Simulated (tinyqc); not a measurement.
Film and buried-oxide thickness from two coupling ratios.

Inverse problem. In a depleted film -dVT/dVb is k1 = Cs Cbox/(Cox (Cs + Cbox)) for a front channel and k2 = Cbox (Cox + Cs)/(Cox Cs) for a back channel, with Cox = eps0 eox/tox, Cs = eps0 eps_r/ts, Cbox = 3.9 eps0/tb. Find ts and tb.

Values chosen for this exercise; band and dielectric values close to those of silicon:

| symbol | value | unit | meaning |
|---|---|---|---|
| eps_r | 11.8 |  | relative permittivity |
| eox | 3.9 |  | relative permittivity of the gate insulator (close to silicon dioxide) |
| tox | 4.8 | nm | insulator thickness |

coupling ratios for a front and a back channel: 0.22635176  0.44477401

Solution. With y = Cox/Cs and z = Cox/Cbox, 1/k1 = y + z and k2 = (1 + y)/z, so y = (k2/k1 - 1)/(1 + k2); the thicknesses follow from y and z.

ts = 9.70 nm
tb = 18.0 nm

Numbers from tinyqc (`OMP_NUM_THREADS=1 python tinyqc.py 2190138 2190139 out.jsonl`; about 0.6 s on one thread of a shared Intel Xeon 2.30GHz).
